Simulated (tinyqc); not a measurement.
Radius, Mott density and mass from the binding energy.

Inverse problem. A donor has the isolated binding energy E0 = cc Ry, Ry = (m0 q^3/(8 eps0^2 h^2)) me/eps_r^2 in eV, radius a = q/(8 pi eps0 eps_r E0) and Mott density (0.26/a)^3. Find a, the Mott density and me.

Inputs (values chosen for the exercise): relative permittivity eps_r = 16.3; ratio of the true binding energy to the hydrogenic one cc = 1.

Constants: q = 1.602176634e-19 C, eps0 = 8.8541878128e-12 F/m, h = 6.62607015e-34 J s, m0 = 9.1093837015e-31 kg. Results are converted to the units shown.

E0 = 6.0938593 meV

Solution. Each follows directly from E0.

a = 7.248 nm
Mott density = 4.615e16 cm^-3
me = 0.1190 m0

Numbers from tinyqc (`OMP_NUM_THREADS=1 python tinyqc.py 2330037 2330038 out.jsonl`; about 0.01 s on one thread of a shared Intel Xeon 2.30GHz).
